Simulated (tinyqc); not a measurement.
## Barrier height from two thicknesses

Problem. Through a thick flat barrier T = c exp(-2 kappa t) with a prefactor c that does not depend on t, and kappa = sqrt(m1 phi1/C), C = hbar^2/(2 m0). Find kappa, the decades lost for each nanometre, c and phi1.

Inputs (values chosen for the exercise):
- m1 = 0.49 m0 (tunnelling mass of layer 1)

Constants: q = 1.602176634e-19 C, hbar = 1.054571817e-34 J s, m0 = 9.1093837015e-31 kg, hbar^2/(2 m0) = 0.0380998212 eV nm^2. Results are converted to the units shown.

T at t = 1.4 and 2.2 nm: 4.0780236e-8  1.6437374e-12

Answer. The ratio of the two values removes c: kappa = ln(T_a/T_b)/(2 (t_b - t_a)).

kappa = 6.32 1/nm
decades a nanometre = 5.49
c = 2.00
phi1 = 3.11 eV

tinyqc, about 0.02 s, one thread, Intel Xeon 2.30GHz (shared host): `OMP_NUM_THREADS=1 python tinyqc.py 2540018 2540019 out.jsonl`
